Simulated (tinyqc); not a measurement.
Threshold switch as oscillator and as selector in a crossbar: two steps of the calculation.

Off state: I = Ith sinh(V/V0)/sinh(Vth/V0) up to Vth. On state: V = Vh + I Ron down to the holding current Ih, at Vl = Vh + Ih Ron. Switching is instantaneous.

Parameters, values chosen for the exercise; values of the order of Ge-Sb-Te and related chalcogenides:
```
symbol  value  unit                              meaning
Vth       2.2     V                    threshold voltage
Vh       0.89     V                      holding voltage
Ron       2.4  kohm                  on-state resistance
Ith      0.16    uA                 current at threshold
V0       0.25     V  voltage scale of the off-state sinh
Ih         11    uA                      holding current
C          29    fF        capacitance across the switch
N         256              rows and columns of the array
Vs       3.32     V                       supply voltage
RL        760  kohm                      load resistance
```

Question 1. Relaxation oscillation. With a load RL from Vs and C across the switch, it oscillates if the load line misses both branches: (Vs - Vl)/Ih < RL < (Vs - Vth)/Ith. Charging without leakage takes RL C ln[(Vs - Vl)/(Vs - Vth)]; discharging takes (RL || Ron) C ln[(Vth - Ve)/(Vl - Ve)], Ve = (Vs Ron + Vh RL)/(Ron + RL).

Find: Vl; smallest RL; largest RL; charging time; Ve; discharging time; frequency.

Answer 1.

Vl = 0.91640 V
smallest RL = 218.51 kohm
largest RL = 7000.0 kohm
charging time = 16.831 ns
Ve = 0.89765 V
discharging time = 0.29422 ns
frequency = 58.395 MHz

With the off-state leakage included the charging takes 17.24 ns, 2.4 % above this value.

Question 2. Leakage in a crossbar. In an N x N array driven at Vs, the V/2 scheme puts Vs/2 on 2 (N - 1) cells; the V/3 scheme puts Vs/3 on all N^2 - 1 others, N - 1 of them on the selected row. Row leakage is (N - 1) I; wasted power is the number of cells times V I.

Find: I at Vs/2; row leakage, V/2; wasted power, V/2; I at Vs/3; row leakage, V/3; wasted power, V/3.

Answer 2.

I at Vs/2 = 18.452 nA
row leakage, V/2 = 4.7053 uA
wasted power, V/2 = 15.621 uW
I at Vs/3 = 2.0172 nA
row leakage, V/3 = 0.51438 uA
wasted power, V/3 = 146.30 uW

The V/3 scheme cuts the row leakage by 9.15 and raises the wasted power by a factor of 9.37.

Range of the model: Delay times, drift of Vth and line resistance are left out.

Numbers from tinyqc (`OMP_NUM_THREADS=1 python tinyqc.py 2490116 2490117 out.jsonl`; about 0.01 s on one thread of a shared Intel Xeon 2.30GHz).
